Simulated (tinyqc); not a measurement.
# MOSFET in saturation, small-signal circuit and noise: effects of single changes

Bias by the inversion coefficient IC = I/Ispec (charge-based model with velocity saturation; weak inversion below 0.1, strong above 10). Common-source circuit: gm, gds, Cgs, Cgd and Cj at the inner nodes, Rg in series with the gate; quasi-static, no source or drain resistance, no gate-body capacitance, no substrate network, no induced gate noise, so fmax is an upper estimate.

Values chosen for this exercise: temperature T = 300 K; gate length L = 28 nm; total gate width W = 10 um; gate capacitance Cox = 0.63 uF/cm^2; mobility mu = 300 cm^2/(V s); slope factor n = 1.45; velocity-saturation length Ls = 20 nm; ratio gds/gm sg = 0.15; overlap and fringe capacitance per side Cov = 0.23 fF/um; drain junction capacitance Cj = 0.35 fF/um; sheet resistance of the gate Rsh = 10 ohm; finger width Wf = 0.5 um; gate contact and vertical resistance Rc = 300 ohm um; inversion coefficient IC = 0.12; short-channel excess of the noise factor gw = 0.03; oxide trap density Nt = 1.5e18 cm^-3 eV^-1; tunnelling length into the oxide lt = 0.1 nm; Coulomb scattering coefficient ac = 3000 V s/C.

Constants: q = 1.602176634e-19 C, kB = 1.380649e-23 J/K, Vt = kB T/q. Results are converted to the units shown.

Each table varies one quantity; the others keep the values above.

## Effect of the inversion coefficient on speed and noise

Ispec = 2 n mu Cox (W/L) Vt^2, lc = Ls/L, gms = [sqrt((lc IC + 1)^2 + 4 IC) - 1]/[2 + lc (lc IC + 1)], gm = gms Ispec/(n Vt), gds = sg gm. qs = [sqrt(1 + 4 IC) - 1]/2, Cgs = Cox W L qs (2 qs + 3)/(3 (qs + 1)^2) + Cov W, Cgd = Cov W, Cd = Cj W, Rg = Rsh (Wf/L)/(12 Nf) + Rc/W with Nf = W/Wf fingers (not rounded) contacted at both ends. fT = gm/(2 pi (Cgs + Cgd)), fmax = fT/(2 sqrt(Rg (gds + 2 pi fT Cgd))). Channel noise Sid = 4 kB T gam n gm with gam = (1/2 + (2/3) qs)/(1 + qs) + gw lc IC, qs = [sqrt(1 + 4 IC) - 1]/2, lc = Ls/L (the last term an empirical rise with velocity saturation); at the gate, white noise Sw = Sid/gm^2 + 4 kB T Rg. Number fluctuation with correlated mobility: S(f) = K/f, K = q^2 Vt lt Nt/(W L Cox^2) (1 + ac mu Cox I/gm)^2, Vt in eV with Nt per eV. Corner fc = K/Sw. IC is held fixed.

The same in every row: Rg (ohm) = 30.744.

Results:
```
IC,I (uA),fT (GHz),fmax (GHz),sqrt(Sw) (nV/Hz^0.5),fc (MHz)
0.03,3.9247,3.4388,38.533,11.016,77.113
0.1,13.082,10.339,66.655,6.3832,230.54
1,130.82,54.260,151.04,2.9080,1149.9
3,392.47,88.948,192.35,2.3963,1797.9
10,1308.2,118.70,221.32,2.3108,2329.4
30,3924.7,130.45,231.53,2.6730,2744.3
```

Estimate the missing row, IC = 0.3.

Computed row:
```
IC,I (uA),fT (GHz),fmax (GHz),sqrt(Sw) (nV/Hz^0.5),fc (MHz)
0.3,39.247,25.012,103.22,4.1531,549.62
```

With this row back in the table: As IC goes from 0.03 to 30, fT rises from 3.44 to 130 GHz, fmax rises from 38.5 to 232 GHz, the white noise goes from 11.0 through a minimum of 2.31 (at IC = 10 among the rows listed) to 2.67 nV/Hz^0.5 and the corner rises from 77.1 to 2740 MHz. For IC = 0.03 to 0.3 fmax exceeds 4 fT, where channel resistance and substrate losses, left out here, would cap it.

## From weak to strong inversion

Same model as above.

The last column is the figure of merit (gm/I) fT.

Results:
```
IC,I (uA),gm/I (1/V),fT (GHz),fmax (GHz),(gm/I) fT (THz/V)
0.01,1.308,26.30,1.186,22.65,0.03119
0.03,3.925,25.60,3.439,38.53,0.08802
0.1,13.08,23.56,10.34,66.66,0.2435
0.3,39.25,19.70,25.01,103.2,0.4929
1,130.8,13.52,54.26,151.0,0.7336
10,1308,3.178,118.7,221.3,0.3772
30,3925,1.182,130.4,231.5,0.1542
100,1.308e4,0.3681,134.1,234.5,0.04936
```

Estimate the missing row, IC = 3.

Computed row:
```
IC,I (uA),gm/I (1/V),fT (GHz),fmax (GHz),(gm/I) fT (THz/V)
3,392.5,7.703,88.95,192.3,0.6852
```

With this row back in the table: The efficiency gm/I falls from 26.3 to 0.368 1/V while fT rises from 1.19 to 134 GHz; fT goes as IC^(0.97) at the start and IC^(0.02) at the end (1/2 for a long channel, 0 at full velocity saturation, which sets in near IC = 1/lc^2 = 1.96). Their product goes from 0.0312 through a maximum of 0.734 (at IC = 1 among the rows listed) to 0.0494 THz/V. For IC = 0.01 to 0.3 fmax exceeds 4 fT, where channel resistance and substrate losses, left out here, would cap it.

## Effect of the finger width on speed and noise

Same model as above.

Corner fc = K/Sw. IC is held fixed.

The same in every row: I (uA) = 15.70; fT (GHz) = 12.09.

Results:
```
Wf (um),Rg (ohm),fmax (GHz),sqrt(Sw) (nV/Hz^0.5),fc (MHz)
0.25,30.19,72.70,5.910,269.2
0.5,30.74,72.04,5.911,269.1
1,32.98,69.55,5.914,268.9
4,77.62,45.34,5.976,263.3
8,220.5,26.90,6.171,246.9
```

Estimate the missing row, Wf = 2 um.

Computed row:
```
Wf (um),Rg (ohm),fmax (GHz),sqrt(Sw) (nV/Hz^0.5),fc (MHz)
2,41.90,61.70,5.926,267.7
```

With this row back in the table: As Wf goes from 0.25 to 8 um, fT stays at 12.1 GHz, fmax falls from 72.7 to 26.9 GHz, the white noise rises from 5.91 to 6.17 nV/Hz^0.5 and the corner falls from 269 to 247 MHz. The finger width leaves fT alone and acts through Rg, whose sheet part goes as Wf^2. For Wf = 0.25 to 2 um fmax exceeds 4 fT, where channel resistance and substrate losses, left out here, would cap it.

Computed by the program tinyqc: `OMP_NUM_THREADS=1 python tinyqc.py 2150030 2150031 out.jsonl`, one thread of a shared Intel Xeon 2.30GHz, about 0.01 s for the whole run.
